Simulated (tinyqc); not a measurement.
# Anisotropic elasticity and sound waves of a cubic crystal, step by step

A worked calculation. Computed by tinyqc, a small Python program that keeps every step. Command: `OMP_NUM_THREADS=1 python tinyqc.py 3006659 3006660 out.jsonl cubicelastic walk`. One thread of a shared host (Intel(R) Xeon(R) Processor @ 2.30GHz), about 0.01 s of CPU time with the checks. Intermediate numbers are printed to about 6 digits and carried at full precision; extremes and crossings named in words are read from the listed rows.

Voigt order 1..6 = xx, yy, zz, yz, xz, xy, with engineering shear strains. The rotated frame has x' as named, z' along the wafer normal and y' = z' x x'.

Inputs (values chosen for the exercise, modelled on germanium): C11 = 126.4 GPa; C12 = 48.7 GPa; C44 = 65.71 GPa; density rho = 5.324 g/cm^3; expansion coefficient of the film = 5.9 ppm/K; expansion coefficient of the substrate = 7.5 ppm/K; cooling Delta T = 300 K.

Frame: (110) wafer, x' along [1-11].

wave normal (not normalised): [5, 4.5, 0.2]

## Compliances and anisotropy

S11 = (C11 + C12)/D, S12 = -C12/D, D = (C11 - C12)(C11 + 2 C12), S44 = 1/C44. Zener ratio A = 2 C44/(C11 - C12); S0 = S11 - S12 - S44/2; H = 2 C44 + C12 - C11.

S11 = 10.0694 1/TPa

S12 = -2.80058 1/TPa

S44 = 15.2184 1/TPa

Zener ratio A = 1.69138

S0 = 5.26082 1/TPa

H = 53.72 GPa

## Stiffness in the rotated frame

direction cosines a (rows x', y', z' in the cube axes), rows x', y', z', columns x, y, z:
$$\begin{pmatrix}
0.577350 & -0.577350 & 0.577350 \\
0.408248 & -0.408248 & -0.816497 \\
0.707107 & 0.707107 & 0.000000
\end{pmatrix}$$

C'_ijkl = C12 delta_ij delta_kl + C44 (delta_ik delta_jl + delta_il delta_jk) - H sum_m a_im a_jm a_km a_lm.

C' (GPa), rows 1, 2, 3, 4, 5, 6:
$$\begin{pmatrix}
162.213 & 30.793 & 30.793 & 0.000 & 0.000 & 0.000 \\
30.793 & 153.260 & 39.747 & 0.000 & 0.000 & 12.662 \\
30.793 & 39.747 & 153.260 & 0.000 & 0.000 & -12.662 \\
0.000 & 0.000 & 0.000 & 56.757 & -12.662 & 0.000 \\
0.000 & 0.000 & 0.000 & -12.662 & 47.803 & 0.000 \\
0.000 & 12.662 & -12.662 & 0.000 & 0.000 & 47.803
\end{pmatrix}$$

Normal stress couples to shear strain in this frame.

## Moduli along the axes of the frame

Invert C' to S'. E along x' = 1/S'11, along y' = 1/S'22; Poisson ratios nu(x'y') = -S'12/S'11 and nu(x'z') = -S'13/S'11; in-plane shear modulus 1/S'66.

E along x' = 152.387 GPa

E along y' = 134.426 GPa

nu(x'y') = 0.159545

nu(x'z') = 0.159545

in-plane shear modulus = 44.9786 GPa

E differs between x' and y' by +13.4 %.

## Thermal stress in a film with this orientation

On cooling, a thick substrate imposes eps_1 = eps_2 = (alpha_film - alpha_substrate) Delta T and eps_6 = 0; the free surface sets sigma_3 = sigma_4 = sigma_5 = 0, which fixes eps_3, eps_4, eps_5. Biaxial modulus M = (sigma_1 + sigma_2)/(2 eps); energy density M eps^2. Elastic response and constant coefficients are assumed.

in-plane strain = -0.48 per mille

elastic strain along the normal = 0.220927 per mille

stress along x' = -85.8401 MPa

stress along y' = -79.5645 MPa

biaxial modulus M = 172.297 GPa

energy density = 0.0396971 MJ/m^3

The film ends in compression.

## Sound waves along the wave normal

In the cube axes, with unit normal n: G_ij = (C12 + C44) n_i n_j + (C44 - H n_i^2) delta_ij, eigenvalues rho v^2, eigenvectors u (columns, largest component positive). Group velocity V_i = [(C12 + C44)(u.n) u_i + C44 n_i - H u_i^2 n_i]/(rho v); its angle to n has cosine v/|V|.

Christoffel matrix (GPa), rows x, y, z:
$$\begin{pmatrix}
99.2108 & 56.8387 & 2.5262 \\
56.8387 & 92.8456 & 2.2735 \\
2.5262 & 2.2735 & 65.7636
\end{pmatrix}$$

phase velocities (m/s): [2710.01, 3511.06, 5362.31]

polarisations, rows x, y, z, columns slow, fast, longitudinal:
$$\begin{pmatrix}
-0.687122 & -0.026084 & 0.726074 \\
0.726535 & -0.029001 & 0.686517 \\
0.003149 & 0.999239 & 0.038878
\end{pmatrix}$$

group speeds (m/s): [2726.90, 3513.87, 5364.81]

angles between V and n (degree): [6.38019, 2.29511, 1.75169]

Energy flows off the wave normal by up to 6.4 degrees, for the slow transverse wave.

## Polycrystal bounds against single-crystal directions

B = (C11 + 2 C12)/3; Voigt G = (C11 - C12 + 3 C44)/5; Reuss G = 5/(4 (S11 - S12) + 3 S44); Hill is their mean; E = 9BG/(3B + G), nu = (3B - 2G)/(6B + 2G). Along <hkl>, with g = 0, 1/4, 1/3: 1/E = S11 - 2 S0 g; for a film with that normal C33 = C11 + 2 H g and M = [6B - (3B - C33) - (3B - C33)^2/C33]/2.

bulk modulus B = 74.6 GPa

Averages:
```
average  G (GPa)  E (GPa)        nu
Voigt    54.9660  132.384  0.204236
Reuss    51.4746  125.548  0.219509
Hill     53.2203  128.987  0.211824
```

Directions:
```
direction  E (GPa)  biaxial modulus M (GPa)
<100>       99.310                  137.573
<110>      134.426                  172.297
<111>      152.387                  181.316
```

The bounds on G differ by 6.8 %, while E varies by a factor 1.53 with direction; with A above 1 the stiffest axis is <111>. Under a fixed mismatch strain, grains with a <100> normal store the least energy.

Checks made by the program: E along x' against 1/E = S11 - 2 S0 (l^2 m^2 + m^2 n^2 + n^2 l^2) (relative difference below 1e-10); closed form of M against the matrix solution (relative difference below 1e-10).
